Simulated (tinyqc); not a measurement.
What moves the results: recursion (Haydock) method for the local density of states: impurity site of a cubic lattice. A value that a table varies takes the place of the one given here.

One orbital a site at energy 0, hopping -t to the 6 nearest neighbours of a cubic lattice; the start u0 is a site in the bulk, with energy V. Recursion: a_n = <u_n|H|u_n>, b_(n+1) u_(n+1) = (H - a_n) u_n - b_n u_(n-1), b > 0. G(z) = 1/(z - a0 - b1^2/(z - a1 - b2^2/(...))), z = E + i eta. After n levels the tail is b_n^2 T with the square-root terminator T = (z - sqrt(z - 2b) sqrt(z + 2b))/(2 b^2), b = 3t so that the band edges lie at -/+ 6t.

Reference: the closed form for a chain (bulk 1/sqrt(z^2 - 4t^2), end site (z - sqrt(z^2 - 4t^2))/(2t^2)), averaged over 400 points (j + 1/2) pi/400 in each remaining direction with z shifted by 2t cos k, then G/(1 - V G).

Inputs chosen for the exercise: t = 1.24 eV (hopping); V = 3.9 eV (shift of the starting site); eta = 0.062 eV (broadening); n = 6 (levels kept); E = -4.93 eV (energy).

## How many levels, and whether to terminate

Energies as fractions of the half width 6t.

Density (1/eV):

| fraction | E (eV) | 2 levels | 4 levels | 7 levels | 7, no terminator | reference |
|---|---|---|---|---|---|---|
| -1.10 | -8.184 | 0.0003 | 0.0003 | 0.0003 | 0.0003 | 0.0003 |
| -0.90 | -6.696 | 0.0050 | 0.0054 | 0.0052 | 0.0133 | 0.0052 |
| -0.60 | -4.464 | 0.0125 | 0.0114 | 0.0117 | 0.0034 | 0.0119 |
| -0.35 | -2.604 | 0.0201 | 0.0204 | 0.0198 | 0.0049 | 0.0187 |
| -0.15 | -1.116 | 0.0285 | 0.0313 | 0.0323 | 0.0027 | 0.0319 |
| 0.00 | 0.000 | 0.0372 | 0.0385 | 0.0389 | 0.0041 | 0.0386 |
| 0.15 | 1.116 | 0.0491 | 0.0463 | 0.0448 | 0.0688 | 0.0460 |
| 0.35 | 2.604 | 0.0735 | 0.0683 | 0.0686 | 0.0055 | 0.0683 |
| 0.60 | 4.464 | 0.1308 | 0.1432 | 0.1406 | 0.0161 | 0.1386 |
| 0.90 | 6.696 | 0.2194 | 0.2152 | 0.2097 | 0.0348 | 0.2122 |
| 1.10 | 8.184 | 0.0040 | 0.0040 | 0.0040 | 0.0040 | 0.0040 |

Largest errors against the reference: 0.0077 (2 levels), 0.0046 (4), 0.0024 (7) and 0.177 without terminator, which leaves seven broadened spikes in place of a band. With seven levels the error is largest at E = 6.70 eV, on the flank of the level or resonance that V = 3.9 eV makes near the band edge.

## Bound state above the band

A level solves G0(E) = 1/V for E above the band, G0 being the fraction for V = 0 with m levels and terminator; a dash: none.

Level (eV):

| V/t | V (eV) | 3 levels | 7 levels |
|---|---|---|---|
| 0.5 | 0.620 | - | - |
| 1.0 | 1.240 | - | - |
| 2.0 | 2.480 | - | - |
| 3.0 | 3.720 | - | - |
| 3.5 | 4.340 | - | - |
| 4.0 | 4.960 | 7.4466 | 7.4408 |
| 4.5 | 5.580 | 7.6176 | 7.6084 |
| 6.0 | 7.440 | 8.8101 | 8.8089 |
| 8.0 | 9.920 | 10.8993 | 10.8991 |

threshold V/t with 7 levels = 3.971

In three dimensions G0 is finite at the edge: a level needs V/t above 3.957 (from the closed form of the Watson integral); seven levels give 3.971. At V = 8t three and seven levels give 10.8993 and 10.8991 eV.

## What each setting does

G at z = E + i eta with n levels and terminator. Each row changes one parameter from the base and keeps the others.

Results:

| case | Re G (1/eV) | density (1/eV) |
|---|---|---|
| base | -0.1279 | 0.0106 |
| t = 1.364 eV | -0.1253 | 0.0117 |
| V = 4.4 eV | -0.1207 | 0.0093 |
| n = 7 | -0.1278 | 0.0106 |
| E = -4.68 eV | -0.1300 | 0.0112 |
| eta = 0.124 eV | -0.1274 | 0.0107 |

The largest shifts from the base row, up to three for each result and ties (the steps differ in size, so this ranks the rows, not the parameters). Re G (1/eV): V +0.0072, t +0.0026, E -0.0021. density (1/eV): V -0.0012, t +0.0011, E +0.0006; unchanged at the printed digits by n.

Run: tinyqc, `OMP_NUM_THREADS=1 python tinyqc.py 1481510 1481511 out.jsonl`; Intel(R) Xeon(R) Processor @ 2.30GHz, one thread, shared host; about 0.2 s of CPU time with all checks.
